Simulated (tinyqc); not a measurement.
Inside a calculation: Fermi-Dirac statistics of conduction electrons. Values are carried at full precision from step to step, so a last printed digit may differ when a step is redone from the rounded ones.

Constants: hbar^2/2m0 = 3.80998211 eV angstrom^2; kB = 8.617333262e-05 eV/K; e^2/(4 pi eps0) = 14.39964547 eV angstrom.

Values chosen for the exercise (near those of InAs, lowest valleys alone; shifted at random, so the results belong to these values and not to a real crystal):
```
symbol  value    unit    meaning
m       0.026    m0      density-of-states mass of the conduction band
T       380      K
n       1.3e+17  1/cm^3  electron density
eps     15.3             static dielectric constant
alpha   2.85     1/eV    non-parabolicity
```

## Reduced density

N = 2 (m kB T/(4 pi c))^(3/2) with c = hbar^2/2m0, in 1/angstrom^3; times 1e24 for 1/cm^3; u = n/Nc.

kT = 0.032746 eV
Nc = 1.4998e+17 1/cm^3
u = n/Nc = 0.86680

## Reduced Fermi level by five rules

F_j(eta) = (1/Gamma(j + 1)) integral_0^infinity x^j dx/(1 + exp(x - eta)), which tends to exp(eta) for eta << 0.

With u = n/Nc: Boltzmann eta = ln u; Joyce-Dixon eta = ln u + u/sqrt(8) - 4.95009e-3 u^2 + 1.48386e-4 u^3 - 4.42563e-6 u^4; Nilsson eta = ln u/(1 - u^2) + v/(1 + (0.24 + 1.08 v)^-2) with v = (3 sqrt(pi) u/4)^(2/3); fully degenerate limit eta = v; exact: F_1/2(eta) = u.

Find eta = (EF - Ec)/kT by each rule.

eta: Boltzmann -0.143, Joyce-Dixon 0.160, Nilsson 0.162, degenerate 1.099, exact 0.160

Against the exact value the errors are Boltzmann -0.303, Joyce-Dixon 0.000, Nilsson +0.002, degenerate limit +0.939 (in kT).

## Exact eta by Newton steps

Solve ln F_1/2(eta) = ln u from the Boltzmann value; dF_1/2/d eta = F_-1/2, so the step is -ln(F_1/2/u) F_1/2/F_-1/2. Stop below 1e-9.

Newton steps:
```
step        eta     F_1/2    F_-1/2  step taken
1     -0.142950  0.682501  0.551816       0.296
2      0.152703  0.862017  0.664271     0.00718
3      0.159880  0.866795  0.667124    4.46e-06
4      0.159885  0.866798  0.667126    1.72e-12
```

Converged in 4 steps.

## Mean energy, Einstein relation and screening

eta = 0.15988

Mean kinetic energy <E> = (3/2) kT F_3/2/F_1/2; D/mu = (kT/e) F_1/2/F_-1/2; dn/dEF = (Nc/kT) F_-1/2; screening length L = (4 pi (e^2/(4 pi eps0)) (dn/dEF)/eps)^(-1/2), with dn/dEF in 1/(angstrom^3 eV) (1/cm^3 = 1e-24/angstrom^3).

F_-1/2, F_1/2, F_3/2: [0.6671, 0.8668, 0.9975]

<E> = 56.53 meV
D/mu = 42.55 mV
dn/dEF = 3.055e+18 1/(cm^3 eV)
L = 166.4 angstrom

EF lies within 2 kT of the edge. D/mu is 1.299 times kT/e and <E> is 1.151 times (3/2) kT; the Debye formula, with n/kT in place of dn/dEF, would give L = 145.9 angstrom.

## Fermi level in the non-parabolic band

Non-parabolic band E (1 + alpha E) = c k^2/m: n = Nc (2/sqrt(pi)) integral_0^infinity sqrt(x (1 + a x)) (1 + 2 a x) dx/(1 + exp(x - eta)) with a = alpha kT and eta = (EF - Ec)/kT; a = 0 gives n = Nc F_1/2(eta).

Solve for eta at the same n.

a = 0.09333
eta = -0.278
EF - Ec = -9.12 meV

The extra states lower EF by 14.35 meV against the parabolic band.

## Checks

- Non-parabolic integral at a = 0 against F_1/2(2): both 2.823721.
- F_1/2(40) against the Sommerfeld form (4/(3 sqrt(pi))) eta^(3/2) (1 + pi^2/(8 eta^2)): both 190.45.

(tinyqc, `OMP_NUM_THREADS=1 python tinyqc.py 1650373 1650374 out.jsonl`, Intel(R) Xeon(R) Processor @ 2.30GHz, 1 thread, shared host, about 0.01 s.)
